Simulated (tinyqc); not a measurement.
What sets the wire resistivity: free and nearly free electrons in a metal.

The cubic cell holds 4 atoms: n = 4 z/a^3, kF = (3 pi^2 n)^(1/3), EF = c kF^2/m, vF = 2 c kF/(m hbar), c = hbar^2/2m0; rs = (3/(4 pi n))^(1/3)/a0; D(EF) = 3 n/(2 EF).

Square wire of width w with grain size w: rho/rho0 = 1/(1 - 3 al/2 + 3 al^2 - 3 al^3 ln(1 + 1/al)) + (3/4) (1 - p) l/w, with al = (l/w) Rg/(1 - Rg) (Mayadas-Shatzkes plus the thick-wire form of Fuchs-Sondheimer); l = hbar kF/(n e^2 rho), e = 1.602176634e-19 C.

Constants: hbar^2/2m0 = 3.80998211 eV angstrom^2; hbar = 6.58211957e-16 eV s; a0 (Bohr radius) = 0.5291772105 angstrom.

Parameters, chosen for this exercise (near those of Ag, whose d bands this model ignores; shifted at random, so the results belong to these values and not to a real crystal):
- a = 4.088 angstrom (fcc lattice constant)
- z = 1 (free electrons an atom)
- m = 1 m0 (mass)
- rho = 1.73 micro-ohm cm (bulk resistivity)
- p = 0.5 (specularity of the surfaces)
- Rg = 0.54 (reflection at grain boundaries)
- w = 20 nm (wire width)

All results formed anew.

Results for these values:

| case | EF (eV) | l (nm) | wire rho (micro-ohm cm) |
|---|---|---|---|
| base | 5.498 | 48.72 | 10.005 |

What happens to each result for w = 14 nm, all else kept?

Answer: EF does not change at the printed digits; l does not change at the printed digits; wire rho rises from 10.005 to 13.514.

The same for each parameter in turn:

| case | EF (eV) | l (nm) | wire rho (micro-ohm cm) |
|---|---|---|---|
| base | 5.498 | 48.72 | 10.005 |
| a = 4.211 angstrom | 5.182 | 51.70 | 10.505 |
| m = 1.2 m0 | 4.582 | 48.72 | 10.005 |
| rho = 2.076 micro-ohm cm | 5.498 | 40.60 | 10.367 |
| p = 0.8 | 5.498 | 48.72 | 9.056 |
| Rg = 0.378 | 5.498 | 48.72 | 6.811 |
| w = 14 nm | 5.498 | 48.72 | 13.514 |

The mass drops out of l at given rho, because vF falls and tau rises by the same factor.

(tinyqc, `OMP_NUM_THREADS=1 python tinyqc.py 1650654 1650655 out.jsonl`, Intel(R) Xeon(R) Processor @ 2.30GHz, 1 thread, shared host, about 0.01 s.)
